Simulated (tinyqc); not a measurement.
Worked calculation: three-band (Emery) model of a CuO2 plane downfolded to one band. Values are carried at full precision from step to step, so a last printed digit may differ when a step is redone from the rounded ones.

Electron picture, d at 0 and the oxygen p orbitals at -D; sx = sin(kx a/2), sy = sin(ky a/2). H = [[0, 2 tpd sx, -2 tpd sy], [., -D, -4 tpp sx sy], [., ., -D]], real and symmetric. The top (antibonding) band crosses the Fermi level.

Values chosen for the exercise (of the size used for cuprate planes; not measured data): D = 2.1 eV (ed - ep); tpd = 1.23 eV (d-p hopping); tpp = 0.22 eV (p-p hopping); k = (0.68, 0.82) pi/a (wave vector).

## H at one k

Fill in the matrix.

sx, sy: 0.87631  0.96029

H (eV):
```
           d        px        py
d          0   2.15571  -2.36232
px   2.15571  -2.10000  -0.74053
py  -2.36232  -0.74053  -2.10000
```

## Exact levels

Diagonalise.

levels (eV): -3.9536  -2.8353  2.5889

weights of the top band: d 0.6041, px 0.1848, py 0.2111

## Loewdin downfolding onto d

h(E) = H_dd + V (E - H_pp)^-1 V^T with V = H_dp. The level solves E = h(E). Newton: start at E = 0, set Z = 1/(1 - dh/dE) = 1/(1 + |(E - H_pp)^-1 V^T|^2) and E(new) = E + Z (h - E); stop when the step is below 1e-9 eV.

Iterations:

| i | E (eV) | h(E) (eV) | Z |
|---|---|---|---|
| 0 | 0.00000 | 7.51510 | 0.1533 |
| 1 | 1.15172 | 4.06968 | 0.3817 |
| 2 | 2.26552 | 2.81973 | 0.5626 |
| 3 | 2.57731 | 2.59650 | 0.6027 |
| 4 | 2.58887 | 2.58890 | 0.6041 |
| 5 | 2.58889 | 2.58889 | 0.6041 |

The first value, h(0) = 7.5151 eV, is the energy-independent downfolding; the root is 2.5889 eV, so h(0) is 190 % too high. The final Z is the d weight of the state.

## Hoppings of the top band

One-band form E = e0 - 2t (cos kx + cos ky) - 4t' cos kx cos ky - 2t'' (cos 2kx + cos 2ky) - 4t''' (cos 2kx cos ky + cos kx cos 2ky), k in 1/a. Each hopping is minus the mean of E cos(m kx) cos(n ky) over a 12 x 12 mesh, k = (j + 1/2) 2 pi/12.

Fourier coefficients of the exact top band.

e0, t, t', t'', t''' (eV): 1.6651  0.3482  0.0171  0.0275  0.0050

t'/t = 0.049

## The one-band model at k

Evaluate the one-band form at k with e0 and t alone, with t' added, and with all four hoppings.

E (eV): (t alone) 2.6261, (t and t') 2.5952, (all four) 2.5926

The three-band value is 2.5889 eV.

## Checks

- Top level at (1,1) against the root of E (E + D - 4 tpp) = 8 tpd^2: both 2.92204.

Program tinyqc; command `OMP_NUM_THREADS=1 python tinyqc.py 1452225 1452226 out.jsonl`; about 0.03 s on one thread of a shared Intel(R) Xeon(R) Processor @ 2.30GHz.
